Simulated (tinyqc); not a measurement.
## The Fermi level, mass and scattering length from S, n and sigma

Problem. Bulk parabolic band, x = (E - Ec)/kB T, C = hbar^2/(2 m0), kB T in eV. Modes per area gv m kB T x/(4 pi C) times the back-scattering length l0 x^rr give the transport function s0 X(x), s0 = (2 q^2/h) gv m kB T l0/(4 pi C), X = x^(1 + rr). I_k = int X (x - eta)^k w dx, w = 1/(4 cosh^2((x - eta)/2)). sigma = s0 I_0, S = -(kB/q) I_1/I_0; n = 2 gv (m kB T/(4 pi C))^1.5 F(eta), F(y) = (2/sqrt(pi)) int_0^infinity sqrt(u)/(1 + exp(u - y)) du. Find eta, m and l0.

Parameters, values chosen for the exercise:

| symbol | value | unit | meaning |
|---|---|---|---|
| T | 300 | K | temperature |
| gv | 3 |  | valleys |
| rr | 2 |  | energy exponent of that length |

Constants: q = 1.602176634e-19 C, kB = 1.380649e-23 J/K, hbar = 1.054571817e-34 J s, h = 6.62607015e-34 J s, m0 = 9.1093837015e-31 kg, Vt = kB T/q, hbar^2/(2 m0) = 0.0380998212 eV nm^2. Results are converted to the units shown.

S = -193.13110 uV/K
n = 9.2661224e19 cm^-3
sigma = 3178.0162 S/cm

Answer. |S| falls steadily as eta rises and depends on nothing else, so it fixes eta; n then gives m, and sigma gives l0.

eta = 3.20
m = 0.400 m0
l0 = 0.980 nm

Computed by the program tinyqc: `OMP_NUM_THREADS=1 python tinyqc.py 2800027 2800028 out.jsonl`, one thread of a shared Intel Xeon 2.30GHz, about 0.1 s for the whole run.
